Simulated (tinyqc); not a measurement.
Landau levels of a non-parabolic (Kane) conduction band at kz = 0: sweeps and comparisons. A value that a table varies takes the place of the one given here.

Three-level Kane model: E = (N + 1/2) 2 muB B/m(E) + s g(E) muB B, s = +/-1/2, with 1/m(E) = 1 + (Ep/3)(2/(E + Eg) + 1/(E + Eg + Dso)) and g(E) = 2 - (2 Ep/3)(1/(E + Eg) - 1/(E + Eg + Dso)); E from the band edge, solved self-consistently; remote bands are left out, and so is the confinement energy of a real sheet, which raises m and lowers |g|.

In a field B along z: l = 1/sqrt((e/hbar) B) is the magnetic length, n_B = B/(h/e) the number of states per area in one level, hbar wc = 2 muB B/m for mass m in m0; 1/angstrom^2 = 1e16/cm^2.

Each listed level takes n_B electrons. At zero temperature and without broadening EF sits in the partly filled level.

Constants: e/hbar = 1.519267448e-05 1/(T angstrom^2); h/e = 413566.7697 T angstrom^2; muB = 5.788381798e-05 eV/T.

Values chosen for the exercise (near those of InAs; shifted at random, so the results belong to these values and not to a real crystal): Eg = 0.401 eV (gap); Dso = 0.386 eV (spin-orbit splitting); Ep = 22.2 eV (Kane energy); Bs = (0.5, 1, 2, 4, 8, 12, 16) T (fields); B = 2.1 T (magnetic field); n = 2.6 x 1e11/cm^2 (electron sheet density).

## The fan of levels

The four lowest levels against B, with their labels in order.

Levels (meV):
```
B (T)  first  second   third  fourth        order
0.500   1.13    1.60    3.84    4.30  0+ 0- 1+ 1-
1.00    2.26    3.18    7.63    8.51  0+ 0- 1+ 1-
2.00    4.51    6.31   15.03   16.72  0+ 0- 1+ 1-
4.00    8.95   12.43   29.23   32.32  0+ 0- 1+ 1-
8.00   17.63   24.18   55.64   60.94  0+ 0- 1+ 1-
12.0   26.07   35.34   79.93   86.90  0+ 0- 1+ 1-
16.0   34.29   46.00  102.57  110.85  0+ 0- 1+ 1-
```

The fourth level grows as B^0.99 over the first two rows and B^0.85 over the last two (1 for a parabolic band without a fixed offset such as a valley splitting, 1/2 for massless Dirac electrons). The order of the levels does not change. At the highest field the lowest level has m(E) = 0.0227 and g(E) = -14.0, against 0.0211 and -16.1 at the edge.

## What each parameter does

The second and third levels from below, nu = n/n_B, and EF. Each row changes one parameter from the base and keeps the others.

Results:
```
case                  second level (meV)  third level (meV)    nu  EF (meV)
base                                6.62              15.76  5.12     27.97
B = 1.78 T                          5.63              13.42  6.04     31.21
Eg = 0.481 eV                       5.55              13.66  5.12     24.11
Dso = 0.328 eV                      6.62              16.10  5.12     28.29
Ep = 18.9 eV                        5.65              13.55  5.12     24.08
n = 2.21 x 1e11/cm^2                6.62              15.76  4.35     26.31
```

The largest shifts from the base row, up to three for each result and ties (the steps differ in size, so this ranks the rows, not the parameters). second level (meV): Eg -1.07, B -1.00, Ep -0.97; unchanged at the printed digits by Dso and n. third level (meV): B -2.34, Ep -2.21, Eg -2.10; unchanged at the printed digits by n. nu: B +0.92, n -0.77; unchanged at the printed digits by Eg, Dso and Ep. EF (meV): Ep -3.89, Eg -3.85, B +3.24.

Program tinyqc; command `OMP_NUM_THREADS=1 python tinyqc.py 1282136 1282137 out.jsonl`; about 0.04 s on one thread of a shared Intel(R) Xeon(R) Processor @ 2.30GHz.
